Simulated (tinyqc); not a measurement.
Raising U: Hubbard ring of 6 sites, mean field against exact. Computed by the program tinyqc. 

one-body matrix (hopping and site energies) (eV):
```
         1        2        3        4        5        6
1   0.0000  -1.7200   0.0000   0.0000   0.0000  -1.7200
2  -1.7200   0.0000  -1.7200   0.0000   0.0000   0.0000
3   0.0000  -1.7200   0.0000  -1.7200   0.0000   0.0000
4   0.0000   0.0000  -1.7200   0.0000  -1.7200   0.0000
5   0.0000   0.0000   0.0000  -1.7200   0.0000  -1.7200
6  -1.7200   0.0000   0.0000   0.0000  -1.7200   0.0000
```

electrons, up and down: 3  3

Collinear unrestricted mean field (the lowest of 40 random starts) against exact diagonalisation.

Exact and mean-field results (eV):
```
U            U/t     E exact  E mean field  mean |n_up - n_down|  double occupancy, exact  first gap in the sector
0.8600    0.5000  -12.513350    -12.470000                0.0000                   0.2332                   3.1480
1.7200    1.0000  -11.353992    -11.180000                0.0000                   0.2161                   2.8487
3.4400    2.0000   -9.304266     -8.600000                0.0000                   0.1808                   2.2585
5.1600    3.0000   -7.625368     -6.280204                0.5539                   0.1446                   1.7348
6.8800    4.0000   -6.310175     -4.878474                0.7578                   0.1111                   1.3250
10.3200   6.0000   -4.555450     -3.349881                0.8914                   0.0637                   0.8344
13.7600   8.0000   -3.522785     -2.540969                0.9384                   0.0391                   0.5995
20.6400  12.0000   -2.407755     -1.708223                0.9724                   0.0186                   0.3900
34.4000  20.0000   -1.466313     -1.029433                0.9900                   0.0070                   0.2339
```

In absolute terms mean field is worst at U/t = 4.0, 1.432 eV too high: at small U it is nearly exact, and at large U it misses only exchange-scale energies. Its local moments set in at U/t = 3.0 of those listed, a broken symmetry that the exact state of a finite cluster with equal spins does not have. Relative to the exact energy its error is 0.3 % at the smallest U, 30 % at most and 30 % at the largest. The double occupancy falls from 0.233 to 0.007; at the largest U the first gap is 0.68 times the exchange scale 4t^2/U.
